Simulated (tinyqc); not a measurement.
In-plane mass from two subband densities.

Question. At zero temperature each occupied subband holds N_k = D (EF - E_k), D = md m0 q/(pi hbar^2) per eV. Two subbands are occupied. Find md, EF - E1 and EF - E2.

Constants: q = 1.602176634e-19 C, hbar = 1.054571817e-34 J s, m0 = 9.1093837015e-31 kg. Results are converted to the units shown.

N1, N2 (cm^-2): [6.1423334e11, 1.5e11]
E2 - E1 = 16.2 meV

Solution. N1 - N2 = D (E2 - E1) gives D and so md; each N_k/D is a distance to EF.

md = 0.06860 m0
EF - E1 = 21.43 meV
EF - E2 = 5.234 meV

Numbers from tinyqc (`OMP_NUM_THREADS=1 python tinyqc.py 2140128 2140129 out.jsonl`; about 0.2 s on one thread of a shared Intel Xeon 2.30GHz).
